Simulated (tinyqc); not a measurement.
Inside a calculation. Method: RKS/exchange-only LDA in the sto-3g basis, for H3+, spin multiplicity 1. One step of it, computed by the program tinyqc.

Problem. Iteration 1: building the Kohn-Sham matrix. J_ij = sum D_kl (ij|kl); F = H + J + V_xc; E = tr D H + tr D J / 2 + E_xc + E_nn.

D at the start, lower triangle:
```
           1H 1s      2H 1s     3H 1s
1H 1s   2.307287
2H 1s  -0.970103   0.407882
3H 1s   0.373191  -0.156909  0.060362
```

core Hamiltonian H = T + V (hartree), lower triangle:
```
           1H 1s      2H 1s      3H 1s
1H 1s  -1.559580
2H 1s  -1.037423  -1.470400
3H 1s  -1.037476  -0.817501  -1.470422
```

Two-electron integrals (ij|kl) in chemists' order, unique and non-zero (hartree):
```
(11|11) 0.774606   (21|11) 0.343336   (21|21) 0.189590   (22|11) 0.501769
(22|21) 0.343336   (22|22) 0.774606   (31|11) 0.343359   (31|21) 0.166007
(31|22) 0.261531   (31|31) 0.189611   (32|11) 0.224212   (32|21) 0.131530
(32|22) 0.250900   (32|31) 0.131536   (32|32) 0.109154   (33|11) 0.501784
(33|21) 0.261522   (33|22) 0.435939   (33|31) 0.343359   (33|32) 0.250900
(33|33) 0.774606
```

nuclear repulsion = 1.60496153 hartree

V_xc (hartree), lower triangle:
```
           1H 1s      2H 1s      3H 1s
1H 1s  -0.435205
2H 1s  -0.154749  -0.188855
3H 1s  -0.180283  -0.094464  -0.257101
```

E_xc = sum of w rho eps_xc = -0.67602232 hartree

Give: Coulomb J; Kohn-Sham matrix F; total energy of this density.

Solution.

Coulomb J (hartree), lower triangle:
```
        1H 1s   2H 1s   3H 1s
1H 1s  1.5420
2H 1s  0.6628  0.9503
3H 1s  0.6978  0.4435  1.0525
```

Kohn-Sham matrix F (hartree), lower triangle:
```
         1H 1s    2H 1s    3H 1s
1H 1s  -0.4528
2H 1s  -0.5294  -0.7089
3H 1s  -0.5200  -0.4684  -0.6751
```

total energy of this density = -0.310673 hartree
